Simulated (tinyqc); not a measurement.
Interface roughness in a thin film (subband fluctuation and scattering), step by step. Values are carried at full precision from step to step, so a last printed digit may differ when a step is redone from the rounded ones.

Square well of width t, barriers V0, c = hbar^2/2m0: E1 solves k t + 2 atan[(k/mz)/(kappa/mb)] = pi, k = sqrt(mz E/c), kappa = sqrt(mb (V0 - E)/c). One interface is rough, so the subband edge fluctuates by G dt with G = |dE1/dt| (central difference of 0.01 angstrom; 2 E1/t for hard walls).

Constants: hbar^2/2m0 = 3.80998211 eV angstrom^2; e^2/(4 pi eps0) = 14.39964547 eV angstrom; hbar = 6.58211957e-16 eV s.

Values chosen for the exercise (near those of a thin InGaAs channel; not measured data): t = 74 angstrom (film thickness); mz = 0.046 m0 (confinement mass); V0 = 2.1 eV (barrier); mb = 0.24 m0 (barrier mass); D = 2.7 angstrom (rms height of the roughness); md = 0.044 m0 (mass in the plane); gv = 1 (valleys); Lc = 16 angstrom (correlation length); Ns = 0.77 x 1e12/cm^2 (sheet density); eps = 10.9 (mean dielectric constant at the channel); Lg = 300 angstrom (gate length); Wg = 1000 angstrom (gate width).

## Sensitivity of the level to thickness

Give E1, G, the hard-wall values and the rms fluctuation G D.

E1 = 79.40 meV
G = |dE1/dt| = 1.6005 meV/angstrom

hard walls: E1 (meV) and G (meV/angstrom): [149.280, 4.035]

G D = 4.32 meV

Hard walls overstate G by a factor 2.52, and the scattering rate, which goes as G^2, by 6.35.

## The angular integrand

Gaussian roughness spectrum S(q) = pi D^2 Lc^2 exp(-q^2 Lc^2/4). Degenerate gas, taken to fill one subband (the second starts to fill once c kF^2/md exceeds E2 - E1, which is not tested here): kF = sqrt(2 pi Ns/gv), q = 2 kF sin(theta/2), 1/tau = (md/(2 pi c hbar)) G^2 times the integral from 0 to pi of S(q)(1 - cos theta)/eps(q)^2 dtheta, eps(q) = 1 + qs/q with screening (qs = gv md q0/(c eps), q0 = e^2/(4 pi eps0), form factors left out, which overstates the screening; other scattering is left out too, so these values lie far above measured mobilities in all but the thinnest films) or 1 without; mobility = tau c2/md with c2 = e/m0 = 1.75882e15 cm^2/(V s^2); 1e12/cm^2 = 1e-4/angstrom^2.

kF, qs, and exp(-q^2 Lc^2/4)(1 - cos theta) without and with the factor 1/eps^2 at theta = 30, 60, ..., 180 degrees.

kF = 0.02200 1/angstrom
qs = 0.0153 1/angstrom

Integrand:
```
theta  q (1/angstrom)   bare  eps(q)  screened
30             0.0114  0.133    2.34    0.0243
60             0.0220  0.485    1.69     0.169
90             0.0311  0.940    1.49     0.423
120            0.0381   1.37    1.40     0.697
150            0.0425   1.66    1.36     0.900
180            0.0440   1.77    1.35     0.974
```

kF Lc = 0.35: the roughness is short-ranged for these electrons, and back-scattering dominates.

## Scattering time and mobility

Integrate over theta.

Results:
```
case      integral   tau (fs)  mobility (cm^2/(V s))
bare         2.864       8325              3.328e+05
screened     1.414  1.687e+04              6.742e+05
```

Screening raises the mobility by a factor 2.0. With it kF l = 2.15e+03, so by this rate the carriers are far from localisation. Phonons, and the gate field that presses carriers to the wall, limit real channels far below this value.

## Threshold variation

Averaged over an area A = Lg Wg much larger than Lc^2, the thickness varies by D sqrt(pi Lc^2/A), so sigma(Vt) = G D Lc sqrt(pi/A)/e; the Pelgrom coefficient is sigma sqrt(A) (1 micrometre = 1e4 angstrom).

rms of the mean thickness = 0.140 angstrom
sigma(Vt) = 0.224 mV
coefficient = 0.0123 mV micrometre

The electrostatic effect of the thickness is left out.

## Checks

- G from the envelope at the wall, psi(t/2)^2 (E1 + c mz (kappa/mb)^2), against the difference quotient, meV/angstrom: both 1.600.
- Bare integral for Lc -> 0 against pi: both 3.1416.

(tinyqc, `OMP_NUM_THREADS=1 python tinyqc.py 1250587 1250588 out.jsonl`, Intel(R) Xeon(R) Processor @ 2.30GHz, 1 thread, shared host, about 0.01 s.)
